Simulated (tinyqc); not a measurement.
## Intrinsic and extrinsic failures together

All devices wear out with slope 1.5 and scale t63; the share 0.01 also has a flaw with slope 0.5 and scale 0.03 t63: 1 - F = exp(-(t/t63)^1.5) [1 - 0.01 + 0.01 exp(-(t/(0.03 t63))^0.5)]. W = ln(-ln(1 - F)); the local slope is dW/d ln t.

Inputs (values chosen for the exercise):
```
symbol  value  unit                                  meaning
t63       230     s  characteristic time of a test capacitor
```

Intrinsic and extrinsic failures together:
```
t (s)          F       W  local slope  F of wear-out alone
0.0029  2.030e-4  -8.502       0.4952             4.477e-8
0.011   3.917e-4  -7.845       0.4910             3.307e-7
0.041   7.443e-4  -7.203       0.4844             2.380e-6
0.15    0.001388  -6.580       0.4768             1.665e-5
0.57    0.002621  -5.943       0.4823             1.234e-4
2.1     0.005109  -5.274       0.5670             8.721e-4
8        0.01302  -4.335       0.8836             0.006466
30       0.05437  -2.884        1.287              0.04602
110       0.2887  -1.077        1.458               0.2816
420       0.9161  0.9073        1.494               0.9152
```

The local slope goes from 0.495 through a minimum of 0.477 (at t = 0.15 s among the rows listed) to 1.49. At early times the flawed share sets F, 4530 times the wear-out value in the first row, so a line fitted to the steep upper part says nothing about low percentiles.

Program tinyqc, `OMP_NUM_THREADS=1 python tinyqc.py 2070067 2070068 out.jsonl`; Intel Xeon 2.30GHz, shared host, one thread, about 0.01 s.
